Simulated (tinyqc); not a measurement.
Chemical vapour deposition: Grove model, boundary layer, depletion and step coverage. Changing the aspect ratio of the trench. Computed by tinyqc, a small Python program. Command: `OMP_NUM_THREADS=1 python tinyqc.py 3026655 3026656 out.jsonl cvd sweep`. One thread of a shared host (Intel(R) Xeon(R) Processor @ 2.30GHz), about 0.06 s of CPU time with the checks.

A precursor diffuses to the surface and reacts there at first order; each molecule that reacts adds one formula unit of film.

Inputs (values chosen for the exercise, close to those used for epitaxial silicon from a chlorosilane):
```
quantity                                       value    unit
prefactor k0 of k_s                          4.9e+07    cm/s
activation energy E                             1.92      eV
temperature T                                   1060       C
total pressure p                                 760    torr
mole fraction of the precursor Y              0.0062       -
gas diffusivity D0 at 273.15 K and 760 torr     0.29  cm^2/s
precursor mass M                                 101       u
trench width w                                  0.15      um
```

Reactor: horizontal, atmospheric.

Constants: k_B = 1.380649e-23 J/K; u = 1.6605390666e-27 kg; k_B = 8.617333262e-05 eV/K.

Method:
- k_s = k0 exp(-E/(k_B T)); C_g = Y p/(k_B T), 1 torr = 133.322 Pa; D = D0 (T/273.15)^1.75 (760/p).
- Temperatures in kelvin are T(C) + 273.15.
- Mean speed c = sqrt(8 k_B T/(pi M)); reactive sticking probability beta = 4 k_s/c.
- In a long trench of width w and depth l = aspect ratio x w: Knudsen diffusivity D_K = (2w) c/3 (hydraulic diameter 2w), combined as 1/D_e = 1/D_K + 1/D; D_e d2C/dz2 = 2 k_s C/w with D_e dC/dz = -k_s C at the floor. With m = sqrt(2 k_s/(w D_e)): C(floor)/C(top) = 1/[cosh(m l) + (k_s/(D_e m)) sinh(m l)].

One run for each value:
```
aspect ratio of the trench  step coverage  modulus m l
2.0                                0.9995        0.026
3.7                                0.9985        0.048
7.0                                0.9952        0.092
13.0                               0.9847        0.170
24.0                               0.9508        0.314
46.0                               0.8400        0.601
86.0                               0.5847        1.124
160.0                              0.2418        2.091
300.0                              0.0394        3.921
```

Describe and explain the trends.

Over the rows, step coverage falls from 0.999 to 0.0394 (exponent d ln y / d ln x -0.0016 between the first rows and -2.9 between the last); modulus m l rises from 0.0261 to 3.92 (exponent d ln y / d ln x about 1.00 throughout). The exponent of modulus m l stays at 1: the modulus is proportional to depth. Coverage stays near 1 while m l is below about 0.3 and falls as 1/cosh(m l) beyond.

Caution (all rows): the hydraulic-diameter form of D_K is rough for a slit.
